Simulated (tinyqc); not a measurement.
Inside a calculation. Method: Born-Oppenheimer dynamics on the UHF/sto-6g surface (energies and gradients from PySCF), for H3, spin multiplicity 2. Computed by tinyqc, a small Python program that keeps every step (integrals from PySCF). Settings: charge = 0, multiplicity = 2, basis = sto-6g, time step (fs) = 0.2, steps = 24. Command: `OMP_NUM_THREADS=1 python tinyqc.py 31899 31900 out.jsonl` (the two numbers bound the seeds that draw the settings). One thread of a shared host (Intel(R) Xeon(R) Processor @ 2.60GHz), about 1 s of CPU time with the checks.

positions (bohr):
```
            x          y          z
1H   0.043464  -0.030236   0.003779
2H  -0.035905  -0.090707   1.799019
3H   0.102045  -0.035905  -1.742327
```

The total energy should stay constant up to terms of order dt^2; the step counts as short enough if it moves by less than 2 % of the largest kinetic energy.

Trajectory:
```
time (fs)  1H-2H (angstrom)  potential (hartree)  kinetic (hartree)  total (hartree)
0.000000           0.951466          -1.55826328         0.00031668      -1.55794660
0.200000           0.952281          -1.55826780         0.00032124      -1.55794655
0.400000           0.953093          -1.55828763         0.00034112      -1.55794651
0.600000           0.953918          -1.55832345         0.00037698      -1.55794647
0.800000           0.954779          -1.55837590         0.00042947      -1.55794643
1.000000           0.955705          -1.55844559         0.00049920      -1.55794639
1.200000           0.956728          -1.55853323         0.00058690      -1.55794634
1.400000           0.957891          -1.55863974         0.00069348      -1.55794626
1.600000           0.959241          -1.55876635         0.00082018      -1.55794617
1.800000           0.960830          -1.55891472         0.00096868      -1.55794603
2.000000           0.962720          -1.55908711         0.00114124      -1.55794587
2.200000           0.964977          -1.55928649         0.00134083      -1.55794566
2.400000           0.967677          -1.55951658         0.00157117      -1.55794541
2.600000           0.970898          -1.55978193         0.00183679      -1.55794514
2.800000           0.974727          -1.56008771         0.00214284      -1.55794487
3.000000           0.979254          -1.56043947         0.00249483      -1.55794464
3.200000           0.984573          -1.56084250         0.00289796      -1.55794454
3.400000           0.990779          -1.56130088         0.00335622      -1.55794466
3.600000           0.997963          -1.56181606         0.00387092      -1.55794514
3.800000           1.006211          -1.56238505         0.00443890      -1.55794615
4.000000           1.015598          -1.56299829         0.00505048      -1.55794781
4.200000           1.026180          -1.56363773         0.00568748      -1.55795025
4.400000           1.037989          -1.56427566         0.00632225      -1.55795341
4.600000           1.051026          -1.56487557         0.00691852      -1.55795705
4.800000           1.065252          -1.56539605         0.00743541      -1.55796064
```

Is the time step short enough?

Yes. The total energy moves within 1.6e-05 hartree, under 2 % of the largest kinetic energy.
